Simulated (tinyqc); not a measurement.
Worked calculation: spin coating of a resist or spin-on film: centrifugal thinning, evaporation and the final thickness (Emslie and Meyerhofer models). Computed by tinyqc, a small Python program that keeps every step. Command: `OMP_NUM_THREADS=1 python tinyqc.py 3112926 3112927 out.jsonl spincoat walk`. One thread of a shared host (Intel(R) Xeon(R) Processor @ 2.30GHz), about 0.09 s of CPU time with the checks. Intermediate numbers are printed to about 7 digits and carried at full precision; extremes and crossings named in words are read from the listed rows.

A Newtonian film stays uniform over the wafer; solvent and solids have the same density and the concentration is uniform through the thickness.

Inputs (values chosen for the exercise, of the order of those of a polymer resist in an ester solvent):
```
quantity                                 value          unit
solids volume fraction c0                0.033             -
kinematic viscosity of the solvent nu_s    1.8        mm^2/s
viscosity constant k                      1400        mm^2/s
viscosity exponent gamma                   3.5             -
spin speed f                              2500           rpm
evaporation rate at 1000 rpm e0           0.25  micrometre/s
starting thickness h0                      200    micrometre
time t                                     1.8             s
wafer radius R                             100            mm
shrinkage in the bake                       15             %
```

## Rates

omega = 2 pi f/60; nu(c) = nu_s + k c^gamma; evaporation rate e = e0 sqrt(f/1000 rpm). Flow constant K = 2 omega^2/(3 nu(c0)); Reynolds number of the air omega R^2/nu_air with nu_air = 15 mm^2/s.

omega = 261.7994 1/s

nu(c0) = 1.809140 mm^2/s

evaporation rate e = 0.3952847 micrometre/s

flow constant K = 0.02525654 1/(micrometre^2 s)

Reynolds number of the air = 174532.9

## Thinning without evaporation

dh/dt = -K h^3 gives h = h0/sqrt(1 + 2 K h0^2 t); for long times h = 1/sqrt(2 K t).

h(t) without evaporation = 3.315905 micrometre

long-time form = 3.316361 micrometre

time 1/(2 K h0^2) = 4.949212e-04 s

The long-time form is within 0.014 %: the starting thickness is forgotten.

## The two-stage estimate

Meyerhofer estimate: flow rules until (1 - c0) K h^3 = e, then evaporation alone: h_w = (e/((1 - c0) K))^(1/3), dry film c0 h_w.

wet thickness h_w = 2.529511 micrometre

dry film, estimate = 83.47386 nm

drying time (1 - c0) h_w/e = 6.188038 s

## First explicit step of the full model

Solids s and liquid l per area start at s = c0 h0, l = (1 - c0) h0. With h = h0 and c = c0: Q = K h^3, K = 2 omega^2/(3 nu); one Euler step of length dt = 0.01 h0/Q for s and l, ds/dt = -c Q, dl/dt = -(1 - c) Q - e.

Q = 202052.3 micrometre/s

dt = 9.898425e-06 s

s = 6.534 micrometre

l = 191.4660 micrometre

Q/e at the start = 511156.5

## The full model

Full model for solids s and liquid l per area, h = s + l, c = s/h: ds/dt = -c Q, dl/dt = -(1 - c) Q - e, Q = 2 omega^2 h^3/(3 nu(c)); integrated adaptively (relative tolerance 1e-9) until l = 0. Dry film = s at l = 0, before the bake; film after the bake = s x (1 - shrinkage).

time to dry = 7.468143 s

dry film = 83.43611 nm

film after the bake = 70.92069 nm

## Course in time

Times are fractions of the time to dry.

History:
```
fraction     t (s)  h (micrometre)          c  nu (mm^2/s)           Q/e    s (nm)
0.003     0.022404        29.39905  0.0330068     1.809146  1.623537e+03  970.3671
0.010     0.074681        16.21590  0.0330403     1.809179  2.724441e+02  535.7782
0.030     0.224044         9.35436  0.0332090     1.809344  5.229466e+01  310.6489
0.100     0.746814         5.02845  0.0343024     1.810466  8.118000e+00  172.4880
0.200     1.493629         3.39941  0.0369064     1.813520  2.503945e+00  125.4601
0.350     2.613850         2.31694  0.0433184     1.823685  7.883742e-01  100.3663
0.500     3.734072         1.65536  0.0543642     1.852447  2.830543e-01   89.9925
0.700     5.227700         0.97947  0.0863135     2.064487  5.261305e-02   84.5412
0.900     6.721329         0.37868  0.2203608     8.832309  7.106813e-04   83.4460
```

Q/e drops below 1 between t = 1.5 and 2.6 s, when c has risen from 0.033 to about 0.043; after that row the solids fall by a further 17 %. The full model gives 1.00 times the two-stage estimate.

## Spin curve

The formulas are those given above.

Dry film against speed:
```
f (rpm)  full model (nm)  estimate (nm)  time to dry (s)
500             186.5675       186.6532         37.33082
1000            131.9238       131.9838         18.66850
1500            107.7155       107.7643         12.44636
2000             93.2844        93.3266          9.33502
3000             76.1664        76.2009          6.22352
4000             65.9621        65.9919          4.66771
6000             53.8578        53.8821          3.11185
```

The full thickness goes as f^-0.500; the estimate as (e/omega^2)^(1/3) = f^(-1/2). The time to dry goes as f^-1.00. A thickness window of 1 % allows a speed error of about 2 %.

Checks made by the program: constant-viscosity run against c0 h0 exp(-int K h^2 dt) (relative difference 1e-05).
